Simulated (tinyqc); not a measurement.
Worked calculation: FCI on RHF in the sto-6g basis, for H4, spin multiplicity 1. Computed by tinyqc, a small Python program that keeps every step (integrals from PySCF). Settings: charge = 0, multiplicity = 1, basis = sto-6g, method = RHF, energy threshold = 1e-10, iteration cap = 54, orthogonalisation = symmetric, start = atomic densities, DIIS depth = 6, ci = FCI, davidson = 1. Command: `OMP_NUM_THREADS=1 python tinyqc.py 26298 26299 out.jsonl` (the two numbers bound the seeds that draw the settings). One thread of a shared host (Intel(R) Xeon(R) Processor @ 2.60GHz), about 0.09 s of CPU time with the checks. The early iterations of the SCF are left out here.

## One-electron integrals

Geometry (angstrom):
```
atom        x        y        z
H     0.00000  0.00000  0.00000
H     0.00000  0.00000  0.72200
H     0.00000  2.46500  0.00000
H     0.00000  2.46500  0.72200
```

Basis sto-6g: exponents (1/bohr^2) and contraction coefficients of normalised primitives:
```
element  l (shell)  exponent  coefficient
H            s (1)  35.52322      0.00916
H            s (1)   6.51314      0.04936
H            s (1)   1.82214      0.16854
H            s (1)   0.62596      0.37056
H            s (1)   0.24308      0.41649
H            s (1)   0.10011      0.13033
```

Overlap, kinetic and nuclear-attraction integrals over the contracted functions; the nuclear repulsion is the sum of Za Zb / Rab.

nuclear repulsion = 2.3072592 hartree

overlap S:
```
         1H 1s    2H 1s    3H 1s    4H 1s
1H 1s  1.00000  0.67151  0.05549  0.04645
2H 1s  0.67151  1.00000  0.04645  0.05549
3H 1s  0.05549  0.04645  1.00000  0.67151
4H 1s  0.04645  0.05549  0.67151  1.00000
```

kinetic energy T (hartree):
```
          1H 1s     2H 1s     3H 1s     4H 1s
1H 1s   0.76852   0.24602  -0.01037  -0.00944
2H 1s   0.24602   0.76852  -0.00944  -0.01037
3H 1s  -0.01037  -0.00944   0.76852   0.24602
4H 1s  -0.00944  -0.01037   0.24602   0.76852
```

nuclear attraction V (hartree):
```
          1H 1s     2H 1s     3H 1s     4H 1s
1H 1s  -2.32623  -1.51412  -0.09455  -0.08078
2H 1s  -1.51412  -2.32623  -0.08078  -0.09455
3H 1s  -0.09455  -0.08078  -2.32623  -1.51412
4H 1s  -0.08078  -0.09455  -1.51412  -2.32623
```

core Hamiltonian H = T + V (hartree):
```
          1H 1s     2H 1s     3H 1s     4H 1s
1H 1s  -1.55771  -1.26810  -0.10492  -0.09022
2H 1s  -1.26810  -1.55771  -0.09022  -0.10492
3H 1s  -0.10492  -0.09022  -1.55771  -1.26810
4H 1s  -0.09022  -0.10492  -1.26810  -1.55771
```

## Two-electron integrals

Functions are numbered as in S; the eight-fold symmetry (ij|kl) = (ji|kl) = (kl|ij) leaves the list below.

Two-electron integrals (ij|kl) in chemists' order, unique and non-zero (hartree):
```
(11|11) 0.77500   (21|11) 0.45472   (21|21) 0.30937   (22|11) 0.57679
(22|21) 0.45472   (22|22) 0.77500   (31|11) 0.02290   (31|21) 0.01455
(31|22) 0.02003   (31|31) 0.00143   (32|11) 0.01786   (32|21) 0.01242
(32|22) 0.01869   (32|31) 0.00114   (32|32) 0.00098   (33|11) 0.21454
(33|21) 0.14226   (33|22) 0.20593   (33|31) 0.02290   (33|32) 0.01869
(33|33) 0.77500   (41|11) 0.01869   (41|21) 0.01242   (41|22) 0.01786
(41|31) 0.00114   (41|32) 0.00097   (41|33) 0.01786   (41|41) 0.00098
(42|11) 0.02003   (42|21) 0.01455   (42|22) 0.02290   (42|31) 0.00126
(42|32) 0.00114   (42|33) 0.02003   (42|41) 0.00114   (42|42) 0.00143
(43|11) 0.14226   (43|21) 0.09631   (43|22) 0.14226   (43|31) 0.01455
(43|32) 0.01242   (43|33) 0.45472   (43|41) 0.01242   (43|42) 0.01455
(43|43) 0.30937   (44|11) 0.20593   (44|21) 0.14226   (44|22) 0.21454
(44|31) 0.02003   (44|32) 0.01786   (44|33) 0.57679   (44|41) 0.01869
(44|42) 0.02290   (44|43) 0.45472   (44|44) 0.77500
```

## Orthogonalisation

S = U s U^T; symmetric (Loewdin) form X = U s^(-1/2) U^T, so that X^T S X = 1.

eigenvalues of S: 0.31945  0.33753  1.56957  1.77346

X:
```
          1H 1s     2H 1s     3H 1s     4H 1s
1H 1s   1.25991  -0.48536  -0.02383   0.00019
2H 1s  -0.48536   1.25991   0.00019  -0.02383
3H 1s  -0.02383   0.00019   1.25991  -0.48536
4H 1s   0.00019  -0.02383  -0.48536   1.25991
```

## Iteration 3 (converged): orbitals

converged F (hartree):
```
          1H 1s     2H 1s     3H 1s     4H 1s
1H 1s  -0.37987  -0.60598  -0.04846  -0.04542
2H 1s  -0.60598  -0.37987  -0.04542  -0.04846
3H 1s  -0.04846  -0.04542  -0.37987  -0.60598
4H 1s  -0.04542  -0.04846  -0.60598  -0.37987
```

Diagonalise F' = X^T F X, C = X C', fill 2 alpha and 2 beta electrons from the bottom; D = 2 C_occ C_occ^T. Each column has its largest component positive (the first on a tie).

F' = X^T F X (hartree):
```
          1         2         3         4
1   0.05028  -0.63884  -0.02424   0.00397
2  -0.63884   0.05028   0.00397  -0.02424
3  -0.02424   0.00397   0.05028  -0.63884
4   0.00397  -0.02424  -0.63884   0.05028
```

orbital energies (hartree): MO1 -0.60883, MO2 -0.56829, MO3 0.66091, MO4 0.71734

coefficients C:
```
           MO1       MO2       MO3       MO4
1H 1s  0.37546   0.39910   0.86063   0.88465
2H 1s  0.37546   0.39910  -0.86063  -0.88465
3H 1s  0.37546  -0.39910   0.86063  -0.88465
4H 1s  0.37546  -0.39910  -0.86063   0.88465
```

D after iteration 3:
```
          1H 1s     2H 1s     3H 1s     4H 1s
1H 1s   0.60049   0.60049  -0.03662  -0.03662
2H 1s   0.60049   0.60049  -0.03662  -0.03662
3H 1s  -0.03662  -0.03662   0.60049   0.60049
4H 1s  -0.03662  -0.03662   0.60049   0.60049
```

## Convergence

Stop when the energy changes by less than 1e-10 hartree and every element of the error matrix X^T (F D S - S D F) X is below 3e-06.

Course of the cycle:
```
iteration  E (hartree)     change  largest element of the error matrix
1           -1.5940446          -                             8.97e-16
2           -2.2493400  -6.55e-01                             7.79e-16
3           -2.2493400  -8.88e-16                             7.76e-16
```

PySCF RHF in the same basis = -2.2493400 hartree

Converged in 3 iterations.

## Integrals over molecular orbitals

(pq|rs) = sum C_ip C_jq C_kr C_ls (ij|kl), one index at a time.

one-electron integrals over orbitals h = C^T H C (hartree):
```
          1         2         3         4
1  -1.70343   0.00000   0.00000   0.00000
2   0.00000  -1.67605   0.00000   0.00000
3   0.00000   0.00000  -0.90158   0.00000
4   0.00000   0.00000   0.00000  -0.86056
```

Two-electron integrals over orbitals (pq|rs), unique and non-zero (hartree):
```
(11|11) 0.43906   (21|21) 0.23417   (22|11) 0.44485   (22|22) 0.45223
(31|31) 0.09130   (32|32) 0.08790   (33|11) 0.43216   (33|22) 0.43868
(33|33) 0.44831   (41|32) 0.08651   (41|41) 0.08515   (42|31) 0.09423
(42|42) 0.09757   (43|21) 0.23054   (43|43) 0.24945   (44|11) 0.43655
(44|22) 0.44377   (44|33) 0.45343   (44|44) 0.45896
```

## FCI: determinants and Hamiltonian

Hartree-Fock energy = -2.2493400 hartree

Slater-Condon rules over spin orbitals, with the nuclear repulsion added and E(HF) subtracted on the diagonal. Only determinants linked to the reference directly or through others are kept (one block of an abelian symmetry group), so some states are absent.

Occupation strings over the orbitals (2 doubly, a alpha, b beta, 0 empty; spin orbitals ordered 1a 1b 2a 2b ...): 2200 aabb 2020 abab 2002 abba baab 0220 baba 0202 bbaa 0022

H - E(HF) between determinants (hartree):
```
          2200      aabb      2020      abab      2002      abba      baab      0220
2200   0.00000  -0.00771   0.08790  -0.08651   0.09757   0.09423   0.09423   0.09130
aabb  -0.00771   1.58081   0.08651  -0.08790  -0.09423  -0.09757  -0.09130  -0.09423
2020   0.08790   0.08651   1.78001   0.14402   0.24945  -0.23054  -0.23054   0.23417
abab  -0.08651  -0.08790   0.14402   1.87555   0.23054  -0.24945  -0.23417   0.23054
2002   0.09757  -0.09423   0.24945   0.23054   1.90252  -0.13631  -0.13631   0.00000
abba   0.09423  -0.09757  -0.23054  -0.24945  -0.13631   1.89137   0.00000  -0.13631
baab   0.09423  -0.09130  -0.23054  -0.23417  -0.13631   0.00000   1.89137  -0.13631
0220   0.09130  -0.09423   0.23417   0.23054   0.00000  -0.13631  -0.13631   1.88080
baba  -0.08651  -0.08515   0.14402   0.00000   0.23054  -0.23417  -0.24945   0.23054
0202   0.08515   0.08651   0.00000   0.14402   0.23417  -0.23054  -0.23054   0.24945
bbaa  -0.00771   0.00000   0.08651  -0.08515  -0.09423  -0.09130  -0.09757  -0.09423
0022   0.00000  -0.00771   0.08515  -0.08651   0.09130   0.09423   0.09423   0.09757

          baba      0202      bbaa      0022
2200  -0.08651   0.08515  -0.00771   0.00000
aabb  -0.08515   0.08651   0.00000  -0.00771
2020   0.14402   0.00000   0.08651   0.08515
abab   0.00000   0.14402  -0.08515  -0.08651
2002   0.23054   0.23417  -0.09423   0.09130
abba  -0.23417  -0.23054  -0.09130   0.09423
baab  -0.24945  -0.23054  -0.09757   0.09423
0220   0.23054   0.24945  -0.09423   0.09757
baba   1.87555   0.14402  -0.08790  -0.08651
0202   0.14402   1.97447   0.08651   0.08790
bbaa  -0.08790   0.08651   1.58081  -0.00771
0022  -0.08651   0.08790  -0.00771   3.25442
```

## FCI: roots

Diagonalise (each vector has its largest component positive (the first on a tie)); all determinants have Ms = 0, so triplets appear too. The lowest singlet root is the correlation energy.

lowest roots of this matrix, relative to E(HF) (hartree): -0.03987  1.21451  1.21888  1.58065  1.61540  1.86637  1.86969  1.89662

lowest vectors:
```
        root 1    root 2   root 3    root 4
2200   0.98803   0.00191  0.00000   0.00000
aabb   0.00304  -0.28533  0.40825   0.70692
2020  -0.05621   0.50016  0.00000   0.00000
abab   0.05274   0.14021  0.40825   0.00735
2002  -0.05707  -0.42285  0.00000   0.00000
abba  -0.05578   0.14513  0.40825   0.01464
baab  -0.05578   0.14513  0.40825  -0.01464
0220  -0.05457  -0.43368  0.00000   0.00000
baba   0.05274   0.14021  0.40825  -0.00735
0202  -0.04947   0.37241  0.00000   0.00000
bbaa   0.00304  -0.28533  0.40825  -0.70692
0022   0.01195  -0.00093  0.00000   0.00000
```

<S^2> of these roots: 0.00000  0.00000  6.00000  2.00000  0.00000  2.00000  0.00000  0.00000

weight of the ground state by excitation level 0, 1, 2, ...: 0.97621  0.00000  0.02365  0.00000  0.00014

## The lowest root by the Davidson method

Start from the reference; add the residual divided by (theta - H_ii), orthogonalised, at each step.

Davidson iterations:
```
iteration  subspace  lowest Ritz value (hartree)  residual norm
1                 1                    0.0000000       2.56e-01
2                 2                   -0.0393727       3.96e-02
3                 3                   -0.0398648       1.06e-03
4                 4                   -0.0398653       1.02e-04
5                 5                   -0.0398653       4.04e-05
6                 6                   -0.0398653       2.12e-06
7                 7                   -0.0398653       3.67e-08
```
